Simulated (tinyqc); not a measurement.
Worked calculation: G0W0 on RHF in the sto-3g basis, for BeH+, spin multiplicity 1. One step of it, computed by the program tinyqc.

Problem. Iteration 1: building the Fock matrix. J_ij = sum D_kl (ij|kl), K_ij = sum D_kl (ik|jl); F = H + J - 0.5 K; E = tr D H + tr D J / 2 - 0.25 tr D K + E_nn.

D at the start:
```
            1Be 1s    1Be 2s   1Be 2px   1Be 2py    1Be 2pz      2H 1s
1Be 1s    1.985870  0.010430  0.000000  0.000000  -0.120774  -0.176668
1Be 2s    0.010430  0.215534  0.000000  0.000000   0.289723   0.349689
1Be 2px   0.000000  0.000000  0.000000  0.000000   0.000000   0.000000
1Be 2py   0.000000  0.000000  0.000000  0.000000   0.000000   0.000000
1Be 2pz  -0.120774  0.289723  0.000000  0.000000   0.398599   0.483199
2H 1s    -0.176668  0.349689  0.000000  0.000000   0.483199   0.586223
```

core Hamiltonian H = T + V (hartree):
```
            1Be 1s     1Be 2s    1Be 2px    1Be 2py    1Be 2pz      2H 1s
1Be 1s   -8.263802  -2.035204   0.000000   0.000000  -0.018161  -0.562014
1Be 2s   -2.035204  -2.472603   0.000000   0.000000  -0.149151  -1.193957
1Be 2px   0.000000   0.000000  -1.965613   0.000000   0.000000   0.000000
1Be 2py   0.000000   0.000000   0.000000  -1.965613   0.000000   0.000000
1Be 2pz  -0.018161  -0.149151   0.000000   0.000000  -2.082907  -1.232769
2H 1s    -0.562014  -1.193957   0.000000   0.000000  -1.232769  -2.040438
```

Two-electron integrals (ij|kl) in chemists' order, unique and non-zero (hartree):
```
(11|11) 2.298831   (21|11) 0.392036   (21|21) 0.079539   (22|11) 0.570988
(22|21) 0.143041   (22|22) 0.417683   (31|31) 0.014607   (32|31) 0.021888
(32|32) 0.092265   (33|11) 0.569578   (33|21) 0.143083   (33|22) 0.417589
(33|33) 0.449859   (41|41) 0.014607   (42|41) 0.021888   (42|42) 0.092265
(43|43) 0.024249   (44|11) 0.569578   (44|21) 0.143083   (44|22) 0.417589
(44|33) 0.401360   (44|44) 0.449859   (51|51) 0.014607   (52|51) 0.021888
(52|52) 0.092265   (53|53) 0.024249   (54|54) 0.024249   (55|11) 0.569578
(55|21) 0.143083   (55|22) 0.417589   (55|33) 0.401360   (55|44) 0.401360
(55|55) 0.449859   (61|11) 0.105354   (61|21) 0.021353   (61|22) 0.038663
(61|33) 0.038379   (61|44) 0.038379   (61|51) 0.001921   (61|52) 0.003582
(61|55) 0.039250   (61|61) 0.006021   (62|11) 0.228361   (62|21) 0.057899
(62|22) 0.180889   (62|33) 0.174364   (62|44) 0.174364   (62|51) 0.007620
(62|52) 0.044408   (62|55) 0.193778   (62|61) 0.017167   (62|62) 0.111460
(63|31) 0.005651   (63|32) 0.025566   (63|53) 0.007947   (63|63) 0.011053
(64|41) 0.005651   (64|42) 0.025566   (64|54) 0.007947   (64|64) 0.011053
(65|11) 0.235644   (65|21) 0.060532   (65|22) 0.198491   (65|33) 0.186761
(65|44) 0.186761   (65|51) 0.012512   (65|52) 0.069570   (65|55) 0.221748
(65|61) 0.018876   (65|62) 0.139849   (65|65) 0.182506   (66|11) 0.392873
(66|21) 0.101479   (66|22) 0.352762   (66|33) 0.327157   (66|44) 0.327157
(66|51) 0.016634   (66|52) 0.121450   (66|55) 0.403684   (66|61) 0.031088
(66|62) 0.269515   (66|65) 0.360773   (66|66) 0.774606
```

nuclear repulsion = 1.58673826 hartree

Give: Coulomb J; exchange K; Fock matrix F; total energy of this density.

Solution.

Coulomb J (hartree):
```
         1Be 1s  1Be 2s  1Be 2px  1Be 2py  1Be 2pz  2H 1s
1Be 1s    5.504   1.019    0.000    0.000    0.036  0.282
1Be 2s    1.019   1.905    0.000    0.000    0.216  0.960
1Be 2px   0.000   0.000    1.865    0.000    0.000  0.000
1Be 2py   0.000   0.000    0.000    1.865    0.000  0.000
1Be 2pz   0.036   0.216    0.000    0.000    1.976  1.117
2H 1s     0.282   0.960    0.000    0.000    1.117  2.066
```

exchange K (hartree):
```
         1Be 1s  1Be 2s  1Be 2px  1Be 2py  1Be 2pz  2H 1s
1Be 1s    4.579   0.830    0.000    0.000   -0.006  0.227
1Be 2s    0.830   0.502    0.000    0.000    0.410  0.598
1Be 2px   0.000   0.000    0.089    0.000    0.000  0.000
1Be 2py   0.000   0.000    0.000    0.089    0.000  0.000
1Be 2pz  -0.006   0.410    0.000    0.000    0.594  0.752
2H 1s     0.227   0.598    0.000    0.000    0.752  1.166
```

Fock matrix F (hartree):
```
         1Be 1s  1Be 2s  1Be 2px  1Be 2py  1Be 2pz   2H 1s
1Be 1s   -5.050  -1.431    0.000    0.000    0.021  -0.394
1Be 2s   -1.431  -0.819    0.000    0.000   -0.138  -0.533
1Be 2px   0.000   0.000   -0.145    0.000    0.000   0.000
1Be 2py   0.000   0.000    0.000   -0.145    0.000   0.000
1Be 2pz   0.021  -0.138    0.000    0.000   -0.404  -0.492
2H 1s    -0.394  -0.533    0.000    0.000   -0.492  -0.557
```

total energy of this density = -14.63245 hartree
